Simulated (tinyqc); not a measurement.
Single-electron transistor, orthodox theory and master equation: two steps of the calculation.

A metal island with n extra electrons joins the left lead (voltage V) and the right lead (0 V) by tunnel junctions and couples to a gate. Cs = CL + CR + Cg. Adding electron n + 1 costs mu(n) = [q (n + 1/2) - CL V - Cg Vg]/Cs (in volts); the Fermi levels are -V (left) and 0 (right). A jump that gains the energy W has the rate G(W) = (W/q)/(R [1 - exp(-W/Vt)]), W in volts, Vt = kB T/q. Sequential tunnelling only; I > 0 flows from left to right.

Values chosen for this exercise: resistance of the left junction RL = 140 kohm; resistance of the right junction RR = 140 kohm; temperature T = 1.6 K; bias of the left lead V = 3.2 mV; lowest charge state kept n0 = 0; highest charge state kept n1 = 1.

Constants: q = 1.602176634e-19 C, kB = 1.380649e-23 J/K, Vt = kB T/q. Results are converted to the units shown.

Problem 1. Tunnelling rates. Onto the island: from the left W = -V - mu(n), from the right W = -mu(n); off the island (n + 1 to n): to the left W = mu(n) + V, to the right W = mu(n).

mu(n), n to n + 1, n 0 to 0 (mV): -3.0429594

Find: on from left; on from right; off to left; off to right.

Solution 1.

```
n to n + 1, n  on from left (1/ns)  on from right (1/ns)  off to left (1/ns)  off to right (1/ns)
0                            3.297                 135.7               10.30             3.528e-8
```

Problem 2. Probabilities and current. Steady state: p(n + 1)/p(n) = (sum of on rates)/(sum of off rates), normalised. I = q sum_n [p(n + 1) (off to left) - p(n) (on from left)].

```
n to n + 1, n  on from left (1/ns)  on from right (1/ns)  off to left (1/ns)  off to right (1/ns)
0                        3.2968541             135.66185           10.298072         3.5282352e-8
```

Find: p(n); I; mean n.

Solution 2.

p(n), n 0 to 1: 0.068996  0.93100
I = 1.4997 nA
mean n = 0.93100

Two plain resistors in series would pass 11.4 nA; this is 13.1 % of that. 2 charge states hold more than 1 % each.

Range of the model: Cotunnelling, which dominates deep in the blockade, is left out.

Computed by the program tinyqc: `OMP_NUM_THREADS=1 python tinyqc.py 2780007 2780008 out.jsonl`, one thread of a shared Intel Xeon 2.30GHz, about 0.01 s for the whole run.
